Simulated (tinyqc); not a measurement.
Inputs raised by 2 %, one at a time: microkinetic model of low-temperature epitaxy from hydride gases: adsorption, hydrogen desorption and rate control. Computed by tinyqc, a small Python program. Command: `OMP_NUM_THREADS=1 python tinyqc.py 3007632 3007633 out.jsonl hepi sens`. One thread of a shared host (Intel(R) Xeon(R) Processor @ 2.30GHz), about 0.02 s of CPU time with the checks.

Each hydride molecule needs two free sites and leaves four hydrogen atoms, of which two leave at once as H2; theta is the hydrogen coverage, the site density is 6.78 per nm^2 and one layer is 1.358 angstrom thick.

Inputs (values chosen for the exercise, close to those used for silane and germane on Si(001)):
```
quantity,value,unit
silane pressure p_S,0.024,Pa
sticking prefactor of silane s0,0.042,-
adsorption barrier E_s,0.18,eV
desorption prefactor nu_d,6.3e+11,1/s
desorption energy on silicon E_d,2.12,eV
hydrogen carrier pressure p_H,0,Pa
sticking of hydrogen s_H,1.5e-08,-
temperature T,750,C
germane pressure p_G,0.0055,Pa
sticking ratio of germane to silane r_G,3.1,-
"lowering of E_d per unit germanium fraction, dE",0.5,eV
```

Film: silicon-germanium. Order of hydrogen desorption: first.

Constants: k_B = 8.617333262e-05 eV/K; u = 1.6605390666e-27 kg; k_B = 1.380649e-23 J/K.

Method:
- Flux per site F = p/(sqrt(2 pi M k_B T) x 6.78e18 per m^2), M = 32.12 u (silane), 76.63 u (germane), 2.016 u (hydrogen); s = s0 exp(-E_s/(k_B T)); k_S = s F_S, k_G = r_G s F_G; germanium fraction x = k_G/(k_S + k_G); k = k_S + k_G; k_H = s_H F_H; k_d = nu_d exp(-(E_d - dE x)/(k_B T)).
- Temperatures in kelvin are T(C) + 273.15.
- With k the hydride and k_H the hydrogen adsorption rate on free pairs and k_d the desorption rate, steady state: 2 (k + k_H)(1 - theta)^2 = k_d theta; growth rate R = k (1 - theta)^2 layers/s; 1 layer/s = 8.148 nm/min.
- With c = 2 (k + k_H)/k_d the free share is 1 - theta = 2/(1 + sqrt(1 + 4c)).
- X_i = d ln R/d ln k_i at fixed other constants. With f = 1 - theta and a = 2/f + 1/theta: d ln f/d ln k_d = 1/(a f), so X_d = 2/(a f), X_k = 1 - X_d k/(k + k_H), X_H = -X_d k_H/(k + k_H); they sum to 1.

Runs:
```
input moved,from,to,growth rate G (nm/min),hydrogen coverage theta,X_d (desorption),germanium fraction x
base run,-,-,3.2974,0.0059634,0.011856,0.31504
silane pressure p_S (Pa),0.024,0.02448,3.3411,0.0061900,0.012304,0.31078
sticking prefactor of silane s0,0.042,0.04284,3.3626,0.0060812,0.012089,0.31504
desorption prefactor nu_d (1/s),6.3e+11,6.426e+11,3.2982,0.0058478,0.011628,0.31504
adsorption barrier E_s (eV),0.18,0.1836,3.1670,0.0057275,0.011390,0.31504
germane pressure p_G (Pa),0.0055,0.00561,3.3189,0.0058580,0.011648,0.31933
sticking ratio of germane to silane r_G,3.1,3.162,3.3189,0.0058580,0.011648,0.31933
"lowering of E_d per unit germanium fraction, dE (eV)",0.5,0.51,3.2988,0.0057564,0.011447,0.31504
```

Exponents ln(y'/y) / ln(x'/x):
```
input,growth rate G,hydrogen coverage theta,X_d (desorption),germanium fraction x
silane pressure p_S,0.664,1.883,1.872,-0.687
sticking prefactor of silane s0,0.988,0.988,0.982,0.000
desorption prefactor nu_d,0.012,-0.988,-0.982,0.000
adsorption barrier E_s,-2.038,-2.038,-2.026,0.000
germane pressure p_G,0.328,-0.900,-0.895,0.683
sticking ratio of germane to silane r_G,0.328,-0.900,-0.895,0.683
"lowering of E_d per unit germanium fraction, dE",0.021,-1.783,-1.773,0.000
```

Among the inputs moved here: growth rate G answers most in size to adsorption barrier E_s (exponent -2.038), next to sticking prefactor of silane s0 (+0.988). Its exponent +0.988 in sticking prefactor of silane s0: adsorption limits. Its exponent +0.012 in desorption prefactor nu_d: adsorption limits. Hydrogen coverage theta answers most in size to adsorption barrier E_s (exponent -2.038), next to silane pressure p_S (+1.883). X_d (desorption) answers most in size to adsorption barrier E_s (exponent -2.026), next to silane pressure p_S (+1.872). Germanium fraction x answers most in size to silane pressure p_S (exponent -0.687), and about equally to germane pressure p_G (+0.683), sticking ratio of germane to silane r_G (+0.683); its exponent is below 0.0005 for sticking prefactor of silane s0, desorption prefactor nu_d, adsorption barrier E_s, lowering of E_d per unit germanium fraction, dE. Its exponent 0.000 in sticking prefactor of silane s0: both hydrides share s.

Caution (all rows): layer thickness and site density of silicon are kept, and strain and surface segregation of germanium are ignored, which matters at this fraction.
